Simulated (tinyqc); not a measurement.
## Poole-Frenkel parameters from three currents

Problem. Poole-Frenkel conduction in an insulator follows J = s0 F exp[-(pt - sqrt(q F/(pi eps0 ei)))/Vt], Vt = kB T/q, F in V/cm. Find ei, pt and s0.

Constants: q = 1.602176634e-19 C, kB = 1.380649e-23 J/K, eps0 = 8.8541878128e-14 F/cm where lengths are in cm. Results are converted to the units shown.

J at (0.53 MV/cm, 300 K), (2.12 MV/cm, 300 K) and (2.12 MV/cm, 350 K) (A/cm^2): [0.0017696402, 245.38074, 661.68521]

Solution. The two fields give the lowering coefficient and so ei; the two temperatures give the lowered barrier, to which the lowering is added back.

ei = 4.180
pt = 0.7200 eV
s0 = 0.1200 S/cm

Numbers from tinyqc (`OMP_NUM_THREADS=1 python tinyqc.py 2370099 2370100 out.jsonl`; about 0.01 s on one thread of a shared Intel Xeon 2.30GHz).
